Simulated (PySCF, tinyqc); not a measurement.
Worked calculation: CIS and TDHF on RHF in the sto-3g basis, for H4, spin multiplicity 1. The lowest restricted solution is unstable here: a spin-polarised one lies 0.0259 hartree lower (PySCF). One step of it, computed by the program tinyqc.

Problem. CIS singlet states. Diagonalise A (1 hartree = 27.211386 eV); each vector has its largest component positive (the first on a tie). The transition dipole is mu = sqrt2 sum c_ia <i|r|a>.

CIS matrix A, singlet (hartree), lower triangle:
```
           1>3       1>4       2>3       2>4
1>3   0.524040
1>4   0.000000  0.740628
2>3   0.000000  0.015485  0.408860
2>4  -0.052283  0.000000  0.000000  0.658998
```

dipole integrals <i|r|a> (bohr):
```
            x         y          z
1>3  0.000000  0.000000   0.000000
1>4  0.000000  0.000000   0.442807
2>3  0.000000  0.000000  -2.054171
2>4  0.000000  0.000000   0.000000
```

Give: singlet excitation energies; lowest vectors; oscillator strengths 2/3 w |mu|^2.

Solution.

singlet excitation energies (eV): 11.106  13.773  18.419  20.173

lowest vectors:
```
     state 1  state 2  state 3  state 4
1>3    0.000    0.946   -0.324    0.000
1>4   -0.047    0.000    0.000    0.999
2>3    0.999    0.000    0.000    0.047
2>4    0.000    0.324    0.946    0.000
```

oscillator strengths 2/3 w |mu|^2: 2.338  0.000  0.000  0.119
